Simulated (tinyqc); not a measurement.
# Worked calculation: capacitance of parallel on-chip lines from Laplace's equation on a mesh

Numbers from tinyqc (`OMP_NUM_THREADS=1 python tinyqc.py 2790156 2790157 out.jsonl`; about 1 s on one thread of a shared Intel Xeon 2.30GHz). Printed values are rounded.

Cross-section of an endless row of equal lines between two grounded planes; neighbours are driven in antiphase (+1 V and -1 V), so the plane midway between two lines is at 0 V. By symmetry one quarter is solved: x runs from the centre of a line (column 0, mirror) to that midplane (column 4, 0 V), y from the mid-height of the line (row 0, mirror) to the ground plane (row 5, 0 V). The line fills columns 0 to 1 and rows 0 to 2 at 1 V. Cells beside the line (below row 2) have e2, cells above have e1. Each link between nodes has the conductance g = mean permittivity of the two cells beside it (a cell beyond a mirror counts as 0), and the free nodes obey sum g (V_neighbour - V) = 0.

Inputs (values chosen for the exercise):
- e1 = 2.4 (relative permittivity above and below the lines)
- e2 = 2.7 (relative permittivity between the lines)
- om = 1.2 (over-relaxation factor)

Constants: eps0 = 8.8541878128e-12 F/m. Results are converted to the units shown.

## Link conductances

gx[j, i] joins node (row j, column i) to column i + 1, gy[j, i] to row j + 1.

gx:

|  | col 0 | col 1 | col 2 | col 3 |
|---|---|---|---|---|
| row 0 | 1.35 | 1.35 | 1.35 | 1.35 |
| row 1 | 2.7 | 2.7 | 2.7 | 2.7 |
| row 2 | 2.55 | 2.55 | 2.55 | 2.55 |
| row 3 | 2.4 | 2.4 | 2.4 | 2.4 |
| row 4 | 2.4 | 2.4 | 2.4 | 2.4 |
| row 5 | 1.2 | 1.2 | 1.2 | 1.2 |

gy:

|  | col 0 | col 1 | col 2 | col 3 | col 4 |
|---|---|---|---|---|---|
| row 0 | 1.35 | 2.7 | 2.7 | 2.7 | 1.35 |
| row 1 | 1.35 | 2.7 | 2.7 | 2.7 | 1.35 |
| row 2 | 1.2 | 2.4 | 2.4 | 2.4 | 1.2 |
| row 3 | 1.2 | 2.4 | 2.4 | 2.4 | 1.2 |
| row 4 | 1.2 | 2.4 | 2.4 | 2.4 | 1.2 |

## Iteration 1: relaxation sweep

V at the start (V):

|  | col 0 | col 1 | col 2 | col 3 | col 4 |
|---|---|---|---|---|---|
| row 0 | 1 | 1 | 0 | 0 | 0 |
| row 1 | 1 | 1 | 0 | 0 | 0 |
| row 2 | 1 | 1 | 0 | 0 | 0 |
| row 3 | 0 | 0 | 0 | 0 | 0 |
| row 4 | 0 | 0 | 0 | 0 | 0 |
| row 5 | 0 | 0 | 0 | 0 | 0 |

One sweep visits the free nodes row by row from row 0, left to right, and replaces V by V + om (weighted mean of the neighbours - V), using new values at once.

V after sweep 1 (V):

|  | col 0 | col 1 | col 2 | col 3 | col 4 |
|---|---|---|---|---|---|
| row 0 | 1.000000 | 1.000000 | 0.300000 | 0.090000 | 0.000000 |
| row 1 | 1.000000 | 1.000000 | 0.390000 | 0.144000 | 0.000000 |
| row 2 | 1.000000 | 1.000000 | 0.423882 | 0.172906 | 0.000000 |
| row 3 | 0.300000 | 0.390000 | 0.244165 | 0.125121 | 0.000000 |
| row 4 | 0.090000 | 0.144000 | 0.116449 | 0.072471 | 0.000000 |
| row 5 | 0.000000 | 0.000000 | 0.000000 | 0.000000 | 0.000000 |

## Iteration 2: relaxation sweep

As before.

V after sweep 2 (V):

|  | col 0 | col 1 | col 2 | col 3 | col 4 |
|---|---|---|---|---|---|
| row 0 | 1.000000 | 1.000000 | 0.501000 | 0.218700 | 0.000000 |
| row 1 | 1.000000 | 1.000000 | 0.542665 | 0.251481 | 0.000000 |
| row 2 | 1.000000 | 1.000000 | 0.508412 | 0.233153 | 0.000000 |
| row 3 | 0.501000 | 0.488749 | 0.322787 | 0.163499 | 0.000000 |
| row 4 | 0.218700 | 0.218370 | 0.160798 | 0.082795 | 0.000000 |
| row 5 | 0.000000 | 0.000000 | 0.000000 | 0.000000 | 0.000000 |

## Course of the relaxation

Stop when no node changes by 1e-7 V. C = 4 eps0 sum g (difference of V along the link)^2, in aF/um.

Course of the iteration:

| sweep | C (aF/um) | largest change (V) |
|---|---|---|
| 1 | 182.5775 | 0.424 |
| 2 | 151.7056 | 0.201 |
| 3 | 147.2016 | 0.0900 |
| 4 | 146.6102 | 0.0342 |
| 5 | 146.5484 | 0.0110 |
| 6 | 146.5418 | 3.92e-3 |
| 7 | 146.5412 | 1.20e-3 |
| 8 | 146.5411 | 3.73e-4 |
| 9 | 146.5411 | 1.22e-4 |
| 10 | 146.5411 | 3.72e-5 |
| 11 | 146.5411 | 1.16e-5 |
| 12 | 146.5411 | 3.70e-6 |
| 13 | 146.5411 | 1.15e-6 |
| 14 | 146.5411 | 3.65e-7 |
| 15 | 146.5411 | 1.14e-7 |
| 16 | 146.5411 | 3.59e-8 |

Converged in 16 sweeps. Over the last four sweeps the change shrinks by about 0.31 a sweep. C comes down from above, since the solution minimises the energy.

## Capacitance per length

converged V (V):

|  | col 0 | col 1 | col 2 | col 3 | col 4 |
|---|---|---|---|---|---|
| row 0 | 1.000000 | 1.000000 | 0.641806 | 0.310938 | 0.000000 |
| row 1 | 1.000000 | 1.000000 | 0.628142 | 0.300973 | 0.000000 |
| row 2 | 1.000000 | 1.000000 | 0.569790 | 0.264812 | 0.000000 |
| row 3 | 0.596178 | 0.554825 | 0.371083 | 0.181456 | 0.000000 |
| row 4 | 0.275063 | 0.252038 | 0.178263 | 0.089930 | 0.000000 |
| row 5 | 0.000000 | 0.000000 | 0.000000 | 0.000000 | 0.000000 |

C = 4 eps0 sum g (difference of V)^2 over all links (twice the energy of the four quarters, line at 1 V). Plate estimate without fringing: eps0 [2 e1 w/hd + 2 e2 t/(s/2)], w = 2 hx, t = 4 hx, s/2 = 3 hx, hd = 3 hx.

C = 146.5411 aF/um
plate estimate = 92.08355 aF/um

C depends on the shape only, not on the mesh step hx. Meshes 6, 12 and 24 times finer extrapolate (Aitken) to 139.3 aF/um; this mesh is 5.2 % above that, and the plate estimate is 34 % below it.
